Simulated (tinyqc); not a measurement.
# X-ray photoelectron analysis of a thin oxide on a semiconductor: attenuation lengths, thickness, angle series and band offsets, step by step

A worked calculation. Computed by tinyqc, a small Python program that keeps every step. Command: `OMP_NUM_THREADS=1 python tinyqc.py 3110627 3110628 out.jsonl xps walk`. One thread of a shared host (Intel(R) Xeon(R) Processor @ 2.30GHz), about 0.01 s of CPU time with the checks. Intermediate numbers are printed to about 5 digits and carried at full precision; extremes and crossings named in words are read from the listed rows.

The same element is seen in the oxide and in the substrate, at nearly the same kinetic energy; films are flat and uniform, and the work function is ignored.

Inputs (values chosen for the exercise, modelled on SiO2 on 4H-SiC):

| quantity | value | unit |
|---|---|---|
| photon energy | 1253.6 | eV |
| binding energy of the core level | 100.5 | eV |
| oxide density | 2.2 | g/cm^3 |
| oxide formula mass | 60.08 | g/mol |
| valence electrons per oxide formula | 16 | - |
| oxide gap | 9.07 | eV |
| substrate density | 3.21 | g/cm^3 |
| substrate formula mass | 40.1 | g/mol |
| valence electrons per substrate formula | 8 | - |
| substrate gap | 3.26 | eV |
| oxide thickness d | 3.1 | nm |
| emission angle from the normal | 45 | degrees |
| attenuation length over inelastic mean free path | 0.89 | - |
| carbon overlayer | 0.27 | nm |
| counts in the two peaks together | 20000 | - |
| valence band offset used to make the data | 2.89 | eV |
| core level less valence band top, substrate | 98.89 | eV |
| core level less valence band top, thick oxide | 98.42 | eV |
| field in the oxide | 0.49 | MV/cm |

## Inelastic mean free paths

TPP-2M: lambda = E/(E_p^2 [b ln(c E) - C/E + D/E^2]) in angstrom, E_p = 28.8 sqrt(N_v rho/M), b = -0.10 + 0.944/sqrt(E_p^2 + E_g^2) + 0.069 rho^0.1, c = 0.191/sqrt(rho), U = N_v rho/M, C = 1.97 - 0.91 U, D = 53.4 - 20.8 U, with E = photon energy less binding energy in eV. Attenuation length L = factor x lambda.

kinetic energy E = 1153.1 eV

Terms:

| layer | E_p (eV) | b | c | lambda (nm) |
|---|---|---|---|---|
| oxide | 22.044 | 0.014262 | 0.12877 | 3.3848 |
| substrate | 23.047 | 0.018091 | 0.10661 | 2.5280 |

L in the oxide = 3.0125 nm

L in the substrate = 2.2499 nm

## Peak ratio

R_0 = (rho_o/M_o) L_o/((rho_s/M_s) L_s); peak ratio R = I_ox/I_sub = R_0 [exp(d/(L_o cos theta)) - 1]; hence d = L_o cos theta ln(1 + R/R_0). A carbon layer weakens both peaks alike, by exp(-d_C/(L_o cos theta)) if its L is taken equal to L_o. This R_0 leaves out intrinsic losses from the substrate peak, so calibrated values can be larger.

R_0 = 0.61248

d/(L_o cos theta) = 1.4553

ratio R = 2.0125

oxide share of the counts = 0.66805

attenuation by carbon = 0.88095

depth 3 L_o cos theta = 6.3904 nm

## Error budget of the thickness

With x = d/(L_o cos theta): d ln d/d ln R = (1 - exp(-x))/x = -d ln d/d ln R_0; counting error of R = 1/sqrt(N f (1 - f)), f the oxide share, which times the sensitivity gives that of d; an angle error adds tan(theta) d theta; d is proportional to L_o at fixed R_0. Assumed errors: 5 % in R_0, 1 degree, 5 % in L_o.

sensitivity to R = 0.52681

counting error of d = 0.79104 %

R_0 = 2.6341 %

angle = 1.7453 %

L_o = 5 %

The attenuation length is the largest of these terms.

## Angle series: uniform film or islands?

Islands: half of the surface carries 2 d and half none, R = R_0 (1/2)(1 - t)/(1/2 + t/2) with t = exp(-2 d/(L_o cos theta)); the apparent thickness is read with the uniform formula.

Against the angle:

| theta (degrees) | R, uniform | R, islands | apparent d, islands (nm) |
|---|---|---|---|
| 0 | 1.102 | 0.47377 | 1.7261 |
| 20 | 1.219 | 0.48921 | 1.6619 |
| 35 | 1.539 | 0.52063 | 1.5181 |
| 45 | 2.012 | 0.54924 | 1.3636 |
| 55 | 3.071 | 0.57953 | 1.1506 |
| 65 | 6.379 | 0.60315 | 0.8727 |
| 75 | 32.034 | 0.61205 | 0.5402 |

A uniform film gives d = 3.1 nm at every angle. The island film of the same volume reads 1.73 nm at normal emission and 0.540 nm at 75 degrees; its ratio cannot pass R_0, since the bare half always shows the substrate.

## Band offsets by core levels

Valence band offset = (E_core - E_v)(substrate) - (E_core - E_v)(oxide) + (core level separation at the interface, oxide less substrate). The separation is made here from the given offset; a uniform field F that raises the binding energy towards the surface shifts the oxide peak by e F <z>, <z> = d/(1 - exp(-x)) - d/x, x = d/(L_o cos theta), being the mean distance from the interface. Conduction band offset = oxide gap - substrate gap - valence band offset.

separation without field = 2.42 eV

<z> = 1.9133 nm

separation with field = 2.5138 eV

apparent valence band offset = 2.9838 eV

true conduction band offset = 2.92 eV

apparent conduction band offset = 2.8262 eV

The field biases both offsets by 0.094 eV, in opposite directions.

Checks made by the program: thickness recovered (relative difference below 1e-10).
